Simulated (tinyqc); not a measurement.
Worked calculation (part 2 of 2): RHF in the sto-3g basis, for BeH2, spin multiplicity 1. Computed by tinyqc, a small Python program that keeps every step (integrals from PySCF). Command: `OMP_NUM_THREADS=1 python tinyqc.py 22204 22205 out.jsonl` (the two numbers bound the seeds that draw the settings). One thread of a shared host (Intel(R) Xeon(R) Processor @ 2.60GHz), about 0.09 s of CPU time with the checks.

Geometry (angstrom):

| atom | x | y | z |
|---|---|---|---|
| Be | 0.000000 | 0.000000 | 0.000000 |
| H | 0.000000 | 1.861000 | 0.106000 |
| H | 0.000000 | -1.839000 | 0.104000 |

## Iteration 7 (converged): orbitals

converged F (hartree):
```
            1Be 1s     1Be 2s   1Be 2px    1Be 2py    1Be 2pz      2H 1s      3H 1s
1Be 1s   -4.546915  -1.292897  0.000000  -0.000037   0.001199  -0.113047  -0.118781
1Be 2s   -1.292897  -0.563563  0.000000   0.001971  -0.005956  -0.259640  -0.264926
1Be 2px   0.000000   0.000000  0.210407   0.000000   0.000000   0.000000   0.000000
1Be 2py  -0.000037   0.001971  0.000000  -0.057677   0.000125  -0.255425   0.258822
1Be 2pz   0.001199  -0.005956  0.000000   0.000125   0.209966  -0.010829  -0.010937
2H 1s    -0.113047  -0.259640  0.000000  -0.255425  -0.010829  -0.167296   0.004024
3H 1s    -0.118781  -0.264926  0.000000   0.258822  -0.010937   0.004024  -0.171358
```

X:
```
            1Be 1s     1Be 2s   1Be 2px    1Be 2py    1Be 2pz      2H 1s      3H 1s
1Be 1s    1.028077  -0.145147  0.000000   0.000247  -0.000685   0.018581   0.018916
1Be 2s   -0.145147   1.094908  0.000000  -0.002389   0.004887  -0.154000  -0.159290
1Be 2px   0.000000   0.000000  1.000000   0.000000   0.000000   0.000000   0.000000
1Be 2py   0.000247  -0.002389  0.000000   1.119767  -0.000133  -0.213442   0.218908
1Be 2pz  -0.000685   0.004887  0.000000  -0.000133   1.000350  -0.011141  -0.011384
2H 1s     0.018581  -0.154000  0.000000  -0.213442  -0.011141   1.090445  -0.029207
3H 1s     0.018916  -0.159290  0.000000   0.218908  -0.011384  -0.029207   1.095176
```

Diagonalise F' = X^T F X, C = X C', fill 3 alpha and 3 beta electrons from the bottom; D = 2 C_occ C_occ^T. Each column has its largest component positive (the first on a tie).

F' = X^T F X (hartree):
```
           1          2         3          4          5          6          7
1  -4.438041  -0.698259  0.000000   0.000112   0.000375   0.023714   0.022618
2  -0.698259  -0.199188  0.000000  -0.001227   0.002043  -0.216842  -0.221422
3   0.000000   0.000000  0.210407   0.000000   0.000000   0.000000   0.000000
4   0.000112  -0.001227  0.000000   0.160453  -0.000056  -0.288746   0.293406
5   0.000375   0.002043  0.000000  -0.000056   0.210548  -0.012837  -0.013032
6   0.023714  -0.216842  0.000000  -0.288746  -0.012837  -0.006609  -0.031212
7   0.022618  -0.221422  0.000000   0.293406  -0.013032  -0.031212  -0.004107
```

orbital energies (hartree): MO1 -4.550165, MO2 -0.374299, MO3 -0.323881, MO4 0.205847, MO5 0.210407, MO6 0.255215, MO7 0.510338

coefficients C:
```
               MO1        MO2        MO3        MO4       MO5        MO6        MO7
1Be 1s    0.992100  -0.209591  -0.007791   0.074013  0.000000  -0.212054   0.003984
1Be 2s    0.029643   0.660526   0.026418  -0.294491  0.000000   0.862567  -0.019759
1Be 2px   0.000000   0.000000   0.000000   0.000000  1.000000   0.000000   0.000000
1Be 2py  -0.000046  -0.018173   0.491811  -0.003140  0.000000   0.013367   1.051173
1Be 2pz  -0.000091   0.011576   0.000433   0.944550  0.000000   0.329643  -0.001760
2H 1s    -0.003515   0.376633   0.480124   0.192181  0.000000  -0.639964  -0.663924
3H 1s    -0.003572   0.410571  -0.448441   0.188274  0.000000  -0.623474   0.692963
```

D after iteration 7:
```
            1Be 1s     1Be 2s   1Be 2px    1Be 2py    1Be 2pz      2H 1s      3H 1s
1Be 1s    2.056504  -0.218475  0.000000  -0.000136  -0.005040  -0.172334  -0.172205
1Be 2s   -0.218475   0.875744  0.000000   0.001975   0.015310   0.522712   0.518480
1Be 2px   0.000000   0.000000  0.000000   0.000000   0.000000   0.000000   0.000000
1Be 2py  -0.000136   0.001975  0.000000   0.484417   0.000005   0.458572  -0.456019
1Be 2pz  -0.005040   0.015310  0.000000   0.000005   0.000268   0.009136   0.009118
2H 1s    -0.172334   0.522712  0.000000   0.458572   0.009136   0.744767  -0.121321
3H 1s    -0.172205   0.518480  0.000000  -0.456019   0.009118  -0.121321   0.739362
```

## Convergence

Stop when the energy changes by less than 1e-08 hartree and every element of the error matrix X^T (F D S - S D F) X is below 3e-05.

Course of the cycle:

| iteration | E (hartree) | change | largest element of the error matrix |
|---|---|---|---|
| 1 | -14.50600939 | - | 4.55e-01 |
| 2 | -15.40064034 | -8.95e-01 | 6.73e-02 |
| 3 | -15.41263867 | -1.20e-02 | 9.00e-03 |
| 4 | -15.41275461 | -1.16e-04 | 1.37e-03 |
| 5 | -15.41276396 | -9.36e-06 | 1.12e-04 |
| 6 | -15.41276402 | -5.92e-08 | 1.07e-05 |
| 7 | -15.41276402 | -3.96e-10 | 2.86e-06 |

PySCF RHF in the same basis = -15.41276402 hartree

Converged in 7 iterations.

## Populations, bond orders and dipole

overlap S:
```
           1Be 1s    1Be 2s   1Be 2px    1Be 2py   1Be 2pz     2H 1s      3H 1s
1Be 1s   1.000000  0.259517  0.000000   0.000000  0.000000  0.021881   0.022997
1Be 2s   0.259517  1.000000  0.000000   0.000000  0.000000  0.271568   0.278342
1Be 2px  0.000000  0.000000  1.000000   0.000000  0.000000  0.000000   0.000000
1Be 2py  0.000000  0.000000  0.000000   1.000000  0.000000  0.354701  -0.361952
1Be 2pz  0.000000  0.000000  0.000000   0.000000  1.000000  0.020203   0.020469
2H 1s    0.021881  0.271568  0.000000   0.354701  0.020203  1.000000   0.003734
3H 1s    0.022997  0.278342  0.000000  -0.361952  0.020469  0.003734   1.000000
```

Mulliken: Z minus the diagonal of D S on the atom; Loewdin: the same with S^(1/2) D S^(1/2); Mayer order: 2 sum_s sum (D(s) S)_ij (D(s) S)_ji over the two atoms.

Charges (e):

| atom | Mulliken | Loewdin |
|---|---|---|
| 1Be | 0.089842 | 0.080862 |
| 2H | -0.045336 | -0.040888 |
| 3H | -0.044507 | -0.039974 |

Mayer bond orders:

| pair | order |
|---|---|
| 2-1 | 0.977511 |
| 3-1 | 0.977585 |
| 3-2 | 0.020434 |

dipole moment about the origin, x y z (debye): 0.000000  -0.010554  -0.250647
